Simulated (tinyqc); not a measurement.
Inside a calculation: strain-driven crossing of the Gamma and L valleys in a germanium-like crystal alloyed with tin. Values are carried at full precision from step to step, so a last printed digit may differ when a step is redone from the rounded ones.

With tin the unstrained gaps become E(y) = (1 - y) E + y EgS - CS y (1 - y); all other values are kept.
Constants: kB = 8.617333262e-05 eV/K; hc = 1239.841984 eV nm.

Values chosen for the exercise (near those of Ge, gaps at low temperature; the results hold for these values, not for the real material): Eg = 0.909 eV (gap at Gamma to the s-like level); EgL = 0.733 eV (gap to L); EgS = (-0.43, 0.105) eV (Gamma and L gaps of the tin end); CS = (2.68, 0.98) eV (bowing of the Gamma and L gaps); y = 0.067 (tin fraction); C11 = 127.1 GPa; C12 = 47.5 GPa; C44 = 65.8 GPa; load = uniaxial [100] (kind of strain); e0 = 0.0159 (size of the strain); Dso = 0.287 eV (spin-orbit splitting); ac = -8.25 eV (conduction deformation potential); av = 1.23 eV (valence hydrostatic potential); b = -2.58 eV (tetragonal shear potential); d = -5.23 eV (trigonal shear potential); aL = -1.7 eV (hydrostatic potential of the L edge, Xd + Xu/3); XuL = 15.51 eV (uniaxial potential, L); mG = 0.0407 m0 (mass at Gamma); mL = 0.547 m0 (density-of-states mass of the four L valleys together); T = 77 K (temperature).

## Gaps of the unstrained alloy

Give both gaps, their difference, and the y at which they cross (the root of a quadratic between 0 and 0.3).

Gamma and L gaps (eV): 0.6518  0.6297

Gamma - L = 0.0221 eV
crossing y = 0.0772

Without strain the alloy is indirect.

## The strain tensor for a uniaxial [100] load

Biaxial loads: e0 is the in-plane strain e_par and the normal is free. (001): e_perp = -2 (C12/C11) e_par; exx = eyy = e_par, ezz = e_perp, no shear. (111): e_perp = -(2 C11 + 4 C12 - 4 C44)/(C11 + 2 C12 + 4 C44) e_par; exx = eyy = ezz = (2 e_par + e_perp)/3 and exy = eyz = ezx = (e_perp - e_par)/3. (110): e_perp = -(C11 + 3 C12 - 2 C44)/(C11 + C12 + 2 C44) e_par; exx = eyy = (e_par + e_perp)/2, ezz = e_par, exy = (e_perp - e_par)/2, eyz = ezx = 0. Uniaxial loads: a stress along n, scaled so that n.e.n = e0, with exx = s11 sxx + s12 (syy + szz), exy = s44 sxy/2, s11 = (C11 + C12)/((C11 - C12)(C11 + 2 C12)), s12 = -C12/((C11 - C12)(C11 + 2 C12)), s44 = 1/C44.

Form the tensor and its trace.

strain tensor in the cubic axes:
```
          x          y          z
x  0.015900   0.000000   0.000000
y  0.000000  -0.004326   0.000000
z  0.000000   0.000000  -0.004326
```

tr(e) = 0.007249

## Band edges

Edges from the unstrained valence top: Gamma at Eg + ac tr(e); an L valley with unit axis u at EgL + aL tr(e) + XuL (u.e.u - tr(e)/3), u along [111], [1-1-1], [-11-1], [-1-11]; valence edges are the levels of the 6 x 6 matrix of X, Y, Z times spin with -Dso/3 + l exx + m (eyy + ezz) on the diagonal (cyclic), n exy off it, l = av + 2 b, m = av - b, n = sqrt(3) d. Spin-orbit term (Dso/3) L.sigma on X, Y, Z with (L_k)_ij = -i epsilon_kij: <X+|H|Y+> = -i Dso/3, <X+|H|Z-> = Dso/3, <Y+|H|Z-> = -i Dso/3, <Z+|H|X-> = -Dso/3, <Z+|H|Y-> = i Dso/3, <X-|H|Y-> = i Dso/3, and their conjugates; + and - are the spin along z.

Give the edges and the direct and indirect gaps from the top valence edge.

Gamma edge = 0.5920 eV

L edges (eV): [111] 0.6173, [1-1-1] 0.6173, [-11-1] 0.6173, [-1-11] 0.6173

valence edges from the top (eV): 0.0611  -0.0220  -0.2994

direct and indirect gap (eV): 0.5309  0.5562

The gap is direct: Gamma lies 25 meV below the lowest L valley. The top two valence edges are 83 meV apart.

## Electrons in the Gamma valley

Non-degenerate, parabolic: share = mG^(3/2)/(mG^(3/2) + (mL^(3/2)/4) sum_i exp(-(E_Li - E_Gamma)/kT)). Also the offset at which four equal L valleys hold half of the electrons, kT ln((mL/mG)^(3/2)), and the wavelength hc/E of the direct gap.

(mL/mG)^(3/2) = 49.27
share in Gamma = 48.2 %
offset for an even split = 25.9 meV
wavelength = 2336 nm

With the L valleys as they lie here, Gamma must be 26 meV below the lowest of them to hold half of the electrons at 77 K; it lies 25 meV below. A direct gap alone is not enough.

## Checks

- Gamma and lowest L edge at e0 = 0.00740, where the linear shifts make them meet (eV): both 0.6239.

Program tinyqc; command `OMP_NUM_THREADS=1 python tinyqc.py 1081365 1081366 out.jsonl`; about 0.01 s on one thread of a shared Intel(R) Xeon(R) Processor @ 2.30GHz.
